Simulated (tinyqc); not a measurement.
Domain walls in a thin film with perpendicular anisotropy: Bloch, Neel and chiral walls, motion and stripe domains: one step, computed by the program tinyqc.

One-dimensional wall: polar angle theta(x), azimuth phi of the moment in the wall (phi = 0 Neel, 90 degrees Bloch). mu_0 = 1.25663706212e-6 T m/A, gamma = 1.76085963023e11 rad/(s T).

Task: Stripe domains. Dipolar length l = sigma/(mu_0 M_s^2); for t much smaller than the period the domain width is w = 0.955 t exp(pi l/t) (Kaplan and Gehring), given as log10 of w in nm.

Inputs (values chosen for the exercise, for a model film): saturation magnetisation M_s = 839 kA/m; thickness t = 1.2 nm.

wall energy sigma = 10.08776 mJ/m^2

Give: dipolar length l; log10 of the domain width in nm.

Result:

dipolar length l = 11.40 nm

log10 of the domain width in nm = 13.03

Domains would exceed a millimetre: any device is a single domain in equilibrium.
